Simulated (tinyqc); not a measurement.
Bandgap voltage reference from two bipolar transistors: two steps of the calculation.

Two transistors of area 1 and N carry the same current I. Is(T) = Is (T/T0)^eta exp[(Vg0 q/kB)(1/T0 - 1/T)], VBE1 = Vt ln(I/Is(T)) + I rb, VBE2 = Vt ln(I/(N Is(T))) + I rb/N. The amplifier forces I R1(T) = VBE1 - VBE2 + Vos, with R(T) = R (1 + tc (T - T0)) for both resistors, and the output is Vref = VBE1 + I R2(T). Base currents and the Early effect are neglected.

Values chosen for this exercise; values of the order met in silicon bipolar transistors: reference temperature T0 = 298 K; band-gap voltage extrapolated to 0 K Vg0 = 1.183 V; temperature exponent of the saturation current eta = 4.2; saturation current of the unit transistor at T0 Is = 6.2e-16 A; area ratio of the second transistor N = 8; resistor across which the difference of VBE falls, at T0 R1 = 18 kohm; temperature coefficient of both resistors tc = 400 ppm/K; offset of the amplifier Vos = -2.1 mV; series resistance of the unit transistor rb = 59 ohm; output resistor at T0 R2 = 238.6 kohm; temperature T = 333 K.

Constants: q = 1.602176634e-19 C, kB = 1.380649e-23 J/K. Results are converted to the units shown.

Question 1. Operating point at the reference temperature. Vt = kB T/q; I = (Vt ln N + Vos)/(R1(T) - rb (1 - 1/N)). Evaluate at T = T0.

Give: Vt; I; Is(T); VBE1; I R2; Vref.

Answer 1.

Vt = 0.025680 V
I = 2.8582 uA
Is(T) = 6.2000e-16 A
VBE1 = 0.57158 V
I R2 = 0.68196 V
Vref = 1.2535 V

Question 2. Operating point at another temperature. 

Give: Vt; I; Is(T); VBE1; I R2; Vref.

Answer 2.

Vt = 0.02870 V
I = 3.163 uA
Is(T) = 1.252e-13 A
VBE1 = 0.4893 V
I R2 = 0.7653 V
Vref = 1.255 V

From T0 to T, VBE1 changes by -82.3 mV and I R2 by 83.3 mV, which leaves 1.06 mV in Vref.

Computed by the program tinyqc: `OMP_NUM_THREADS=1 python tinyqc.py 2062173 2062174 out.jsonl`, one thread of a shared Intel Xeon 2.30GHz, about 0.02 s for the whole run.
